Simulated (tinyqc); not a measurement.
Debye-Callaway model of lattice thermal conductivity: one step, computed by the program tinyqc. Command: `OMP_NUM_THREADS=1 python tinyqc.py 3006870 3006871 out.jsonl callaway walk`. One thread of a shared host (Intel(R) Xeon(R) Processor @ 2.30GHz), about 0.01 s of CPU time with the checks.

Three acoustic branches with one velocity v, cut at omega_D = k_B Theta/hbar; x = hbar omega/(k_B T). v and Theta are separate inputs: Theta cuts off the heat-carrying modes, so C need not reach 3 k_B/V. gamma is an effective value that sets the umklapp rate.

Question. Scattering rates at one frequency. Rates: point defects A omega^4; umklapp B omega^2 T exp(-Theta/(b T)) with B = hbar gamma^2/(M v^2 Theta); normal processes f_N B omega^2 T (T/Theta)^2. Boundaries: v/L. The resistive time is tau_R = 1/(boundary + point-defect + umklapp rates), and the free path is v tau_R.

Inputs (values chosen for the exercise, for a model crystal):
```
quantity,value,unit
sound velocity v,2800,m/s
Debye temperature Theta,198,K
mean atomic mass M,151,u
effective Grueneisen parameter gamma,1.36,-
umklapp exponent divisor b,2,-
Casimir length L,60,micrometre
normal-process factor f_N,2.1,-
temperature T,400,K
probe frequency omega/omega_D,0.1,-
```

Sample: crystal. Point defects: vacancies. Normal processes: included.

Rayleigh coefficient A = 1.966345e-43 s^3

Constants: k_B = 1.380649e-23 J/K; hbar = 1.054571817e-34 J s; u = 1.6605390666e-27 kg.

Give: omega; Rates; tau_R; free path.

Answer.

omega = 2.592e+12 rad/s

Rates:
```
process,rate (1/s),rate x tau_R
boundaries,4.667e+07,0.04215
point defects,8.879e+06,0.008019
umklapp,1.052e+09,0.9498
normal,1.154e+10,10.43
```

tau_R = 9.032e-10 s

free path = 2529 nm

The strongest resistive process at this frequency: umklapp, 95 % of the resistive rate.
